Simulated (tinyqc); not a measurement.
Permeation of metal atoms or ions through a thin barrier or dielectric: time lag, field-aided drift and lifetime. From failure time at T back to thickness d. Computed by tinyqc, a small Python program. Command: `OMP_NUM_THREADS=1 python tinyqc.py 3019297 3019298 out.jsonl barrier inv`. One thread of a shared host (Intel(R) Xeon(R) Processor @ 2.30GHz), about 0.05 s of CPU time with the checks.

The film 0 < x < d is empty at first; C = C0 at x = 0 and C = 0 at x = d. dC/dt = D d2C/dx2 - v dC/dx with drift v = D z e V/(k_B T d) (uniform field, no space charge).

Inputs (values chosen for the exercise, for a model case: doubly charged vacancies through an oxide):

| quantity | value | unit |
|---|---|---|
| prefactor D0 | 4000 | cm^2/s |
| activation energy E | 1.33 | eV |
| concentration at the source side C0 | 1.6e+14 | 1/cm^3 |
| charge number z | 2 | - |
| voltage V (positive drives ions across) | 0.088 | V |
| critical dose Q_c | 3e+07 | 1/cm^2 |
| test temperature T | 100 | C |
| use temperature T_u | 85 | C |

Constants: k_B = 8.617333262e-05 eV/K.

Method:
- D = D0 exp(-E/(k_B T)); time scale d^2/D; Peclet number P = z V/(k_B T), k_B T in eV; 1 nm = 1e-7 cm.
- Temperatures in kelvin are T(C) + 273.15.
- Steady flux J = (D C0/d) P/(1 - exp(-P)); time lag in units of d^2/D: s_L = [P (1 + exp(-P))/(1 - exp(-P)) - 2]/P^2 (P = 0: J = D C0/d, s_L = 1/6).
- Dose through the film Q(s) = C0 d {f (s - s_L) - 2 exp(P/2) sum_(n=1..200) (-1)^n n^2 pi^2 exp(-l_n s)/l_n^2}, l_n = n^2 pi^2 + P^2/4, f = P/(1 - exp(-P)) the relative flux.
- Solve Q = Q_c for s. At the use temperature D and P take T_u, with the same C0 and V; 1 year = 3.15576e7 s.

Task: A run gave the result below. Find the thickness d, known to lie between 22 and 51 nm.

failure time at T = 189.5271 s

Result:

Each step takes the trial c = (a f_b - b f_a)/(f_b - f_a), f being the result less the target and a, b, c the logarithms of the listed values; c replaces end b, the old b replaces a if the sign of f changed, and otherwise f_a is halved.

Scan of the range:

| thickness d (nm) | failure time at T (s) |
|---|---|
| 22.0 | 114.473 |
| 25.3 | 145.289 |
| 29.1 | 184.697 |
| 33.5 | 235.442 |
| 38.5 | 299.603 |
| 44.3 | 382.475 |
| 51.0 | 489.226 |

False position (Illinois rule, in the logarithm of the input) inside the bracket:

| step | end a | end b | trial | failure time at T (s) |
|---|---|---|---|---|
| 1 | 29.1000 | 33.5000 | 29.4926 | 189.004 |
| 2 | 33.5000 | 29.4926 | 29.5349 | 189.471 |
| 3 | 33.5000 | 29.5349 | 29.5440 | 189.571 |
| 4 | 29.5349 | 29.5440 | 29.5400 | 189.527 |
| 5 | 29.5440 | 29.5400 | 29.5400 | 189.527 |

Failure time at T rises at every point of a 13-point scan of the range (every second point is shown), so one value fits; it is bracketed by 29.1 and 33.5. Answer: thickness d = 29.54 nm.

Caution: a prefactor D0 above about 10 cm^2/s is far larger than atomic jumps allow; it only sets the time scale of the exercise. Caution: grain boundaries, pinholes, trapping and space charge are left out; thin real barriers usually fail at defects.
